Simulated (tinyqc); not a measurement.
# Worked calculation: one electron in a tunnel-coupled double dot: charge qubit, sensing and quantum capacitance

Program tinyqc, `OMP_NUM_THREADS=1 python tinyqc.py 2470117 2470118 out.jsonl`; Intel Xeon 2.30GHz, shared host, one thread, about 0.01 s. Printed values are rounded.

Basis (left, right), H = [[ep/2, tc], [tc, -ep/2]], splitting Om = sqrt(ep^2 + 4 tc^2), ep = al times the gate voltage. In equilibrium the electron is on the right with the chance P_R = [1 + (ep/Om) tanh(Om/2 kB T)]/2.

Inputs (values chosen for the exercise):

| symbol | value | unit | meaning |
|---|---|---|---|
| tc | 15 | ueV | tunnel coupling |
| T | 0.32 | K | electron temperature |
| al | 0.43 | eV/V | lever arm of the gate on the detuning |
| Cp | 0.76 | pF | parasitic capacitance of the resonator |
| f0 | 440 | MHz | resonator frequency |
| Q | 89 |  | loaded quality factor |
| se | 1 | ueV | deviation of quasi-static detuning noise |
| ep | 31.2 | ueV | detuning |

Constants: q = 1.602176634e-19 C, kB = 1.380649e-23 J/K, hbar = 1.054571817e-34 J s, h = 6.62607015e-34 J s, Vt = kB T/q. Results are converted to the units shown.

## Splitting and occupation

Also the frequency Om/h, the mixing angle arctan2(2 tc, ep) and the weight of the right dot in the ground state, (1 + ep/Om)/2.

Om = 43.2833 ueV
Om/h = 10.4658 GHz
mixing angle = 43.8767 degree
ground-state weight = 0.860417
kB T = 27.5755 ueV
P_R = 0.736239

## Capacitance seen by a resonator

q^2 al^2 dP_R/d(ep) splits into Cq = q^2 al^2 (2 tc^2/Om^3) tanh(Om/2 kB T) and Ct = q^2 al^2 (ep/Om)^2/(4 kB T cosh^2(Om/2 kB T)); Ct appears only if relaxation is faster than the drive. A resonator of frequency f0, capacitance Cp and quality factor Q shifts by df = -f0 Cq/(2 Cp) and its phase by -2 Q Cq/Cp.

Cq = 107.757 aF
Ct = 79.5959 aF
df = -31.1929 kHz
phase shift = -1446.03 millidegree

## Dephasing by charge noise

Noise in ep shifts Om by (ep/Om) d + (2 tc^2/Om^3) d^2. For Gaussian d of deviation se the spread of Om is sqrt[(ep se/Om)^2 + 2 (2 tc^2 se^2/Om^3)^2], and T2* is estimated as sqrt(2) hbar/spread; Om T2*/h counts the oscillations within T2*.

first-order spread = 0.720833 ueV
second-order spread = 0.00784816 ueV
T2* = 1.29128 ns
oscillations within T2* = 13.5143

At ep = 0 the first-order term vanishes and T2* would be 39.5 ns.
